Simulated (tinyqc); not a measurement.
Area and perimeter leakage from two diodes.

Question. A square diode and a finger diode leak I = JA area + JP perimeter. Find JA, JP and the side of the square at which both parts are equal.

areas (um^2): 40000  76000
perimeters (um): 800  31160
leakage currents (pA): 5.36  16.112000

Answer. Two linear equations give JA and JP; for a square of side a, JA a^2 = 4 JP a at a = 4 JP/JA.

JA = 1.30e-8 A/cm^2
JP = 2.00e-12 A/cm
side for equal parts = 6.15 um

tinyqc, about 0.01 s, one thread, Intel Xeon 2.30GHz (shared host): `OMP_NUM_THREADS=1 python tinyqc.py 2290046 2290047 out.jsonl`
